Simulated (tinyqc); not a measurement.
# Undoped symmetric double-gate MOSFET, analytic potential model, step by step

tinyqc, about 0.03 s, one thread, Intel Xeon 2.30GHz (shared host): `OMP_NUM_THREADS=1 python tinyqc.py 2440108 2440109 out.jsonl` Printed values are rounded.

An undoped body of thickness ts between two equal insulators and tied gates; long channel, electrons only, n = ni exp((psi - V)/Vt) with V the quasi-Fermi potential (0 at the source, Vd at the drain), constant mobility, no quantisation. Across the body psi(x) = V - 2 Vt ln[(ts/(2 beta)) sqrt(q ni/(2 eps0 eps_r Vt)) cos(2 beta x/ts)], x from the centre. Q is the electron charge per area of the whole body.

Parameters, values chosen for the exercise; material values close to those of silicon:
```
symbol,value,unit,meaning
T,325,K,temperature
Eg,1.13,eV,band gap
eps_r,11.6,,relative permittivity of the semiconductor
Nc,3.13e19,cm^-3,conduction-band density of states at T
Nv,2.97e19,cm^-3,valence-band density of states at T
eox,4.05,,relative permittivity of the gate insulator
tox,1.7,nm,insulator thickness
ts,10,nm,body thickness
dphi,0.15,V,gate work function less that of the intrinsic body
mu,260,cm^2/(V s),channel mobility
L,1,um,gate length
Vg,1.01,V,gate voltage
Vd,0.5,V,drain voltage
```

Constants: q = 1.602176634e-19 C, kB = 1.380649e-23 J/K, Vt = kB T/q, eps0 = 8.8541878128e-14 F/cm where lengths are in cm. Results are converted to the units shown.

Range of the model: The surface density at the source passes 0.3 Nc, where Boltzmann statistics fail.

## Constants of the body

ni = sqrt(Nc Nv) exp(-Eg/(2 Vt)), Eg in volts; r = eps_r tox/(eox ts); V0 = dphi + 2 Vt ln[(2/ts) sqrt(2 eps0 eps_r Vt/(q ni))].

ni = 5.28068e10 cm^-3
r = 0.486914
V0 = 0.629432 V

## Iteration 1: beta at the source by Newton steps

beta at the start = 1.2

With V = 0: f = ln(beta) - ln(cos beta) + 2 r beta tan(beta) - (Vg - V0)/(2 Vt); f' = 1/beta + tan(beta) + 2 r [tan(beta) + beta/cos^2(beta)]; beta(new) = beta - f/f'.

f = -2.59108
f' = 14.8103
beta after iteration 1 = 1.37495

## Iteration 2: beta at the source by Newton steps

As before.

f = 1.91017
f' = 46.0361
beta after iteration 2 = 1.33346

## Course of the iteration: beta at the source by Newton steps

Stop when beta changes by less than 1e-11, or after 40 iterations. beta must stay between 0 and pi/2.

Course of the iteration:
```
iteration     beta  |change|
1          1.37495     0.175
2          1.33346    0.0415
3          1.32391   9.55e-3
4          1.32355   3.59e-4
5          1.32355   4.71e-7
6          1.32355  8.07e-13
```

Converged in 6 iterations. At the end the number of correct digits about doubles with each step.

## Charges and drain current

beta_s = 1.32355
beta_d = 0.116227

beta (between 0 and pi/2) solves (Vg - V0 - V)/(2 Vt) = ln(beta) - ln(cos beta) + 2 r beta tan(beta). Q = 8 eps0 eps_r Vt beta tan(beta)/ts; I = mu (1/L)(4 eps0 eps_r/ts)(2 Vt)^2 [g(beta_s) - g(beta_d)] per width, g = beta tan(beta) - beta^2/2 + r beta^2 tan^2(beta), with beta_s at V = 0 and beta_d at V = Vd.

Qs = 1206.67 nC/cm^2
Qd = 3.12268 nC/cm^2
g(beta_s) = 17.7560
g(beta_d) = 0.00690516
I = 59.4823 uA/um

The term r beta^2 tan^2(beta), which gives the square law, makes up 75.4 % of g at the source.

## Potential and electron density across the body at the source

x/ts, point 0 to 6: [0, 0.1, 0.2, 0.3, 0.4, 0.45, 0.5]

psi(x) as above with V = 0 and beta = beta_s; n = ni exp(psi/Vt).

psi, point 0 to 6 (V): [0.495133, 0.497119, 0.503380, 0.515039, 0.535103, 0.550741, 0.573976]
n, point 0 to 6 (cm^-3): [2.51608e18, 2.70096e18, 3.37755e18, 5.12160e18, 1.04843e19, 1.83245e19, 4.20084e19]

The density at the surface is 16.7 times that at the centre (1/cos^2 beta). It reaches 1.3 Nc, where Boltzmann statistics overestimate it.
